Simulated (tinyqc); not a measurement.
# Worked calculation: a chain with two barriers and dephasing by Buettiker voltage probes

Computed by the program tinyqc: `OMP_NUM_THREADS=1 python tinyqc.py 2700012 2700013 out.jsonl`, one thread of a shared Intel Xeon 2.30GHz, about 0.01 s for the whole run. Printed values are rounded.

Sites 1 to 6 form a chain with hopping -t. Lead L joins site 1 and lead R site 6, both semi-infinite chains with hopping -t and site energy 0. Every site carries a probe with self-energy -i Gamma_p/2 that draws no net current. Linear response at zero temperature: mu_L = 1, mu_R = 0 in units of the bias.

Values chosen for this exercise: hopping (matrix element -t) t = 1 eV; site energies 1 to N U = [2, 0, 0, 0, 0, 3.7] eV; Fermi energy E = 1.13 eV; probe broadening Gamma_p gp = 0.9 eV.

Constants: q = 1.602176634e-19 C, h = 6.62607015e-34 J s. Results are converted to the units shown.

## Green function

Sigma = t^2 g(E), g(x) = (x - i sqrt(4 t^2 - x^2))/(2 t^2) for |x| < 2 t and (x - sign(x) sqrt(x^2 - 4 t^2))/(2 t^2) otherwise; Gamma = -2 Im Sigma; G = (E - H - Sigma_L - Sigma_R + i Gamma_p/2)^(-1).

Sigma = 0.565000-0.825091i eV
Gamma = 1.65018 eV

G (1/eV):
```
,1,2,3,4,5,6
1,-0.276069-0.265999i,0.264668-0.029695i,-0.036368+0.180454i,-0.142368-0.157852i,0.126210+0.061985i,0.027644+0.031015i
2,0.264668-0.029695i,0.341934-0.380088i,0.177907+0.305324i,-0.405574-0.044986i,0.260147-0.071981i,0.079216+0.009259i
3,-0.036368+0.180454i,0.177907+0.305324i,-0.027271-0.605528i,0.580422+0.391195i,-0.452568-0.097712i,-0.112991-0.077125i
4,-0.142368-0.157852i,-0.405574-0.044986i,0.580422+0.391195i,-0.074265-0.658254i,0.207284+0.386051i,0.013758+0.128738i
5,0.126210+0.061985i,0.260147-0.071981i,-0.452568-0.097712i,0.207284+0.386051i,0.392060-0.431804i,0.155377-0.074540i
6,0.027644+0.031015i,0.079216+0.009259i,-0.112991-0.077125i,0.013758+0.128738i,0.155377-0.074540i,-0.222877-0.114427i
```

## Transmissions between terminals

With Gamma the broadening by one lead, T_RL = Gamma^2 |G_(6,1)|^2, T_pL = Gamma Gamma_p |G_(p,1)|^2, T_pR = Gamma Gamma_p |G_(p,6)|^2, T_pq = Gamma_p^2 |G_(p,q)|^2 for p != q.

T_RL = 0.00470037

```
probe,T_pL,T_pR
1,0.218274,0.0025636
2,0.105344,0.0094469
3,0.050327,0.0277951
4,0.067108,0.0248955
5,0.029363,0.0441067
6,0.002564,0.0932201
```

T_pq:
```
,1,2,3,4,5,6
1,0.000000,0.057454,0.027448,0.036601,0.016015,0.001398
2,0.057454,0.000000,0.101148,0.134876,0.059015,0.005152
3,0.027448,0.101148,0.000000,0.396838,0.173636,0.015159
4,0.036601,0.134876,0.396838,0.000000,0.155522,0.013578
5,0.016015,0.059015,0.173636,0.155522,0.000000,0.024056
6,0.001398,0.005152,0.015159,0.013578,0.024056,0.000000
```

## Probe potentials and effective transmission

No current into probe p: W mu = T_pL with W_pp = T_pL + T_pR + sum_q T_pq and W_pq = -T_pq. Then T_eff = T_RL + sum_p T_pR mu_p, and the resistance is (h/2q^2)/T_eff.

W:
```
,1,2,3,4,5,6
1,0.359753,-0.057454,-0.027448,-0.036601,-0.016015,-0.001398
2,-0.057454,0.472436,-0.101148,-0.134876,-0.059015,-0.005152
3,-0.027448,-0.101148,0.792350,-0.396838,-0.173636,-0.015159
4,-0.036601,-0.134876,-0.396838,0.829418,-0.155522,-0.013578
5,-0.016015,-0.059015,-0.173636,-0.155522,0.501712,-0.024056
6,-0.001398,-0.005152,-0.015159,-0.013578,-0.024056,0.155127
```

```
probe,mu_p
1,0.880749
2,0.758908
3,0.685653
4,0.696214
5,0.642308
6,0.277214
```

T_eff = 0.104690
resistance = 123.282 kohm

Without probes the transmission is 0.02747. With them, 4.49 % of the current crosses without entering a probe.

## Current at both leads

In units of (2 q^2/h) times the bias, T_RL + sum_p T_pL (1 - mu_p) leaves L and T_RL + sum_p T_pR mu_p enters R.

current leaving L = 0.104690
current entering R = 0.104690

The two are equal: the probes conserve the current.
